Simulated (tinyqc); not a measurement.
Worked calculation: Kronig-Penney superlattice by transfer matrices. Values are carried at full precision from step to step, so a last printed digit may differ when a step is redone from the rounded ones.

Wells (width a, potential 0, mass mw) alternate with barriers (width b, height V0, mass mb); period d = a + b; c = hbar^2/2m0. The vector (psi, psi'/m) is continuous, and a layer of thickness t carries it by M = [[cos kt, (m/k) sin kt], [-(k/m) sin kt, cos kt]] with k = sqrt(m (E - V)/c); for E < V, k = i kappa gives [[cosh, (m/kappa) sinh], [(kappa/m) sinh, cosh]] of kappa t. A Bloch state obeys cos(q d) = tr(Mb Mw)/2.

Constants: hbar^2/2m0 = 3.80998211 eV angstrom^2; hbar = 6.58211957e-16 eV s.

Values chosen for the exercise (near those of an InGaAs superlattice with barriers of InP; the results hold for these values, not for the real material): a = 146 angstrom (well width); b = 23 angstrom (barrier width); V0 = 0.243 eV (barrier height); mw = 0.0407 m0 (mass in the wells); mb = 0.0827 m0 (mass in the barriers); E = 0.0249 eV (trial energy); F = 40 kV/cm (field along the axis).

## Layer matrices at one energy

Form the matrix of the well and of the barrier at E.

k in the well = 0.01631 1/angstrom
kappa in the barrier = 0.06880 1/angstrom

Mw (angstrom units):
```
[[-0.72454, 1.7200],
 [-0.27619, -0.72454]]
```

Mb (angstrom units):
```
[[2.5363, 2.8016],
 [1.9392, 2.5363]]
```

## The matrix of one period

Multiply M = Mb Mw and take half the trace. If its size is at most 1, E lies in a miniband and q d = arccos(tr M/2); otherwise the state decays by exp(-arccosh|tr M/2|) a period.

M:
```
[[-2.6114, 2.3326],
 [-2.1055, 1.4978]]
```

tr M/2 = -0.5568
q d in a band, or the decay exponent in a gap = 2.161

E lies in a miniband; det M = 1.0000, as for any such product.

## Miniband edges

The edges are the energies where tr M/2 = +1 (q = 0) or -1 (q = pi/d); the first three minibands.

Minibands:
```
band  bottom (eV)  top (eV)  width (meV)
1          0.0183    0.0274          9.1
2          0.0786    0.1115         32.9
3          0.1891    0.2564         67.3
```

2 minibands of these lie wholly below V0. The first gap is 51.2 meV wide; the single well of width a has E1 = 0.0228 eV, inside the first miniband.

## Dispersion along the axis

Solve tr M/2 = cos(q d) inside each miniband at q d/pi = 0, 1/6, ..., 1. The cosine form is E_bottom + (W/2)(1 - cos q d) with the true width W.

Energies (eV):
```
q d/pi  band 1  cosine form  band 2
0.000   0.0183       0.0183  0.1115
0.167   0.0188       0.0189  0.1086
0.333   0.0202       0.0206  0.1016
0.500   0.0222       0.0229  0.0933
0.667   0.0246       0.0251  0.0858
0.833   0.0266       0.0268  0.0805
1.000   0.0274       0.0274  0.0786
```

The cosine form, which holds for hopping between neighbouring wells alone, misses band 1 by at most 0.6 meV, 7 % of its width.

## Mass along the axis

With f(E) = tr M/2, 1 - (q d)^2/2 = 1 + f'(E_bottom)(E - E_bottom) gives m_z = -2 c f'/d^2 (f' by a central difference of 1e-6 eV at the bottom of band 1). The cosine form gives 4 c/(W d^2), W the width of band 1 between tr M/2 = +1 and -1.

f' = -285.1 1/eV
m_z = 0.07607 m0
m_z of the cosine form = 0.05893 m0
W = 9.06 meV

The mass along the axis is 1.87 times mw.

## In a field along the axis

One-band picture: ladder spacing e F d, Bloch frequency e F d/(2 pi hbar), and extent W/(e F) of a Stark state, with W the width of band 1; 1 kV/cm = 1e-5 V/angstrom.

e F d = 67.600 meV
Bloch frequency = 16.346 THz
W/(e F d) = 0.13 periods

The state is confined to about one period: the miniband has broken into a ladder of single-well levels.

## Checks

- Bottom of band 1 from 121 plane waves (the mass step taken by inverting the matrix of m) against the transfer matrix, eV: both 0.0183.

Program tinyqc; command `OMP_NUM_THREADS=1 python tinyqc.py 1250810 1250811 out.jsonl`; about 0.2 s on one thread of a shared Intel(R) Xeon(R) Processor @ 2.30GHz.
